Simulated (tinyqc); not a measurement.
Both approximations at x = 1/2: order-disorder in a binary alloy on two sublattices: Bragg-Williams and pair (quasi-chemical) approximations. Computed by tinyqc, a small Python program. Command: `OMP_NUM_THREADS=1 python tinyqc.py 3010989 3010990 out.jsonl order walk`. One thread of a shared host (Intel(R) Xeon(R) Processor @ 2.30GHz), about 0.01 s of CPU time with the checks.

All z = 8 neighbours of a site lie on the other sublattice. B fills the sublattices with x + eta/2 and x - eta/2; energies are per site, from the pure components: u = -z w y with y the probability of an A-B bond taken in one order.

Inputs (values chosen for the exercise, for a model alloy): ordering energy w = (e_AA + e_BB)/2 - e_AB = 22.3 meV; fraction x of B = 0.37.

Lattice: bcc (B2 order, z = 8).

Constants: k_B = 8.617333262e-05 eV/K.

Method. Bragg-Williams: k_B T_c = 2 z w x (1 - x). Pair approximation at x = 1/2: k_B T_c = w/ln(z/(z - 2)). At x = 1/2 the alloy is an Ising model with K = w/(2 k_B T). Bragg-Williams: eta = tanh(z K eta), neighbour correlation -eta^2. Pair: h = (z - 1) artanh(tanh K tanh h), eta = tanh(z h/(z - 1)), correlation -(tanh K + tanh^2 h)/(1 + tanh K tanh^2 h). T is given in units of the Bragg-Williams T_c at x = 1/2, z w/(2 k_B).

T_c, pair approximation at x = 1/2 = 899.537 K

Order and neighbour correlation:

| T/T_c | T (K) | eta, Bragg-Williams | correlation, Bragg-Williams | eta, pair | correlation, pair |
|---|---|---|---|---|---|
| 0.30 | 310.5 | 0.99741 | -0.99483 | 0.99734 | -0.99472 |
| 0.45 | 465.8 | 0.97398 | -0.94863 | 0.97096 | -0.94434 |
| 0.55 | 569.3 | 0.93553 | -0.87521 | 0.92253 | -0.85847 |
| 0.65 | 672.8 | 0.87207 | -0.76050 | 0.83171 | -0.71522 |
| 0.75 | 776.3 | 0.77552 | -0.60143 | 0.66642 | -0.50270 |
| 0.85 | 879.9 | 0.62950 | -0.39627 | 0.28927 | -0.20895 |
| 0.95 | 983.4 | 0.37949 | -0.14401 | 0.00000 | -0.13082 |
| 1.10 | 1138.6 | 0.00000 | 0.00000 | 0.00000 | -0.11315 |
| 1.50 | 1552.7 | 0.00000 | 0.00000 | 0.00000 | -0.08314 |

The pair approximation loses long-range order between T/T_c = 0.85 and 0.95, at 900 K, and keeps a correlation of -0.083 in the last row. At its own T_c the correlation is -1/(z - 1) = -0.143, so the fewer the neighbours, the more of the ordering energy is released above T_c.
